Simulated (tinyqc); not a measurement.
## On-chip interconnect, size-dependent resistivity and RC delay: course in time

A rectangular line between two neighbours and two ground planes. Surface and grain-boundary scattering are added to the bulk resistivity as corrections; capacitances are parallel-plate values without fringing; inductance is ignored.

6 equal pi sections: series Rs = r Lw/6; node capacitances c Lw/6, halved at nodes 0 and 6, with Cl added to node 6; Rd feeds node 0. Elmore delay of node k: the sum, over the resistors on the path to k, of resistance times all capacitance downstream of it.

A 1 V step is applied behind Rd at t = 0. C dv/dt = -G v + b, with G the conductance matrix of the ladder (1/Rs between neighbours, 1/Rd added at node 0) and b = (1 V/Rd, 0, ...). Trapezoidal step: (C/dt + G/2) v(new) = (C/dt - G/2) v + b. The last column solves the same ladder exactly by its modes.

Inputs (values chosen for the exercise): driver resistance Rd = 1000 ohm; time step dt = 1.3 ps.

Rs = 2114.18 ohm
C, node 0 to 6 (fF): 0.0358089  0.0716179  0.0716179  0.0716179  0.0716179  0.0716179  0.425809

Voltages (V):
```
t (ps)  node 0  node 3  node 6  node 6, exact
1.300    1.619  0.3767  0.0518         0.0634
2.600    0.321  0.5889  0.1916         0.2000
3.900    1.492  0.5540  0.3301         0.3248
5.200    0.455  0.6914  0.4298         0.4309
6.500    1.414  0.6974  0.5222         0.5204
7.800    0.550  0.7708  0.5968         0.5958
9.100    1.354  0.7928  0.6602         0.6594
10.40    0.623  0.8318  0.7142         0.7130
11.70    1.306  0.8571  0.7587         0.7581
13.00    0.681  0.8774  0.7973         0.7961
14.30    1.265  0.9011  0.8288         0.8282
15.60    0.729  0.9111  0.8561         0.8552
```

What does the table show?

The far end of the ladder reaches 0.5 V at 6.183 ps, 0.728 of its Elmore delay (ln 2 = 0.693 for a single pole); the slowest mode has a time constant of 7.598 ps. The largest error of the trapezoidal steps at that node is 12 mV. Node 0 swings up and down from step to step: the trapezoidal rule does not damp modes much faster than dt, so these swings are numerical.

Range of the model: The metal width is under the mean free path, where the thick-limit surface term and the simple sum of corrections lose accuracy.

Computed by the program tinyqc: `OMP_NUM_THREADS=1 python tinyqc.py 2100131 2100132 out.jsonl`, one thread of a shared Intel Xeon 2.30GHz, about 0.01 s for the whole run.
